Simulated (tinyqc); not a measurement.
Worked calculation: Pariser-Parr-Pople SCF with singles CI, for the molecule [CH2+]c1ccncc1 (SMILES; centres numbered as the heavy atoms are written). One step of it, computed by the program tinyqc.

Problem. PPP integrals. Mataga-Nishimoto: gamma = 14.399645/(R + a), a = 2 x 14.399645/(gamma_rr + gamma_ss); H_rr = -W_r - sum_(s != r) z_s gamma_rs; H_rs = beta for bonds.

Centres (angstrom, eV; a flat drawing with bonds scaled to 1.40 angstrom):
```
centre          x          y  core charge z          W   gamma_rr
1C       2.400000   0.000000              1  11.160000  11.130000
2C       1.000000   0.000000              1  11.160000  11.130000
3C       0.300000   1.212000              1  11.160000  11.130000
4C      -1.100000   1.212000              1  11.160000  11.130000
5N      -1.800000   0.000000              1  14.100000  12.300000
6C      -1.100000  -1.212000              1  11.160000  11.130000
7C       0.300000  -1.212000              1  11.160000  11.130000
```

Resonance integrals (eV):
```
i  j       beta
1  2  -2.510000
2  3  -2.510000
3  4  -2.510000
4  5  -2.640000
5  6  -2.640000
6  7  -2.510000
7  2  -2.510000
```

Give: repulsion gamma_rs; core matrix H.

Solution.

repulsion gamma_rs (eV), order 1C, 2C, 3C, 4C, 5N, 6C, 7C:
$$\begin{pmatrix}
11.1300 & 5.3455 & 3.8725 & 2.8813 & 2.6523 & 2.8813 & 3.8725 \\
5.3455 & 11.1300 & 5.3463 & 3.8725 & 3.5739 & 3.8725 & 5.3463 \\
3.8725 & 5.3463 & 11.1300 & 5.3455 & 3.9410 & 3.5181 & 3.8732 \\
2.8813 & 3.8725 & 5.3455 & 11.1300 & 5.4777 & 3.8732 & 3.5181 \\
2.6523 & 3.5739 & 3.9410 & 5.4777 & 12.3000 & 5.4777 & 3.9410 \\
2.8813 & 3.8725 & 3.5181 & 3.8732 & 5.4777 & 11.1300 & 5.3455 \\
3.8725 & 5.3463 & 3.8732 & 3.5181 & 3.9410 & 5.3455 & 11.1300
\end{pmatrix}$$

core matrix H (eV), order 1C, 2C, 3C, 4C, 5N, 6C, 7C:
$$\begin{pmatrix}
-32.6654 & -2.5100 & 0.0000 & 0.0000 & 0.0000 & 0.0000 & 0.0000 \\
-2.5100 & -38.5170 & -2.5100 & 0.0000 & 0.0000 & 0.0000 & -2.5100 \\
0.0000 & -2.5100 & -37.0566 & -2.5100 & 0.0000 & 0.0000 & 0.0000 \\
0.0000 & 0.0000 & -2.5100 & -36.1283 & -2.6400 & 0.0000 & 0.0000 \\
0.0000 & 0.0000 & 0.0000 & -2.6400 & -39.1635 & -2.6400 & 0.0000 \\
0.0000 & 0.0000 & 0.0000 & 0.0000 & -2.6400 & -36.1283 & -2.5100 \\
0.0000 & -2.5100 & 0.0000 & 0.0000 & 0.0000 & -2.5100 & -37.0566
\end{pmatrix}$$
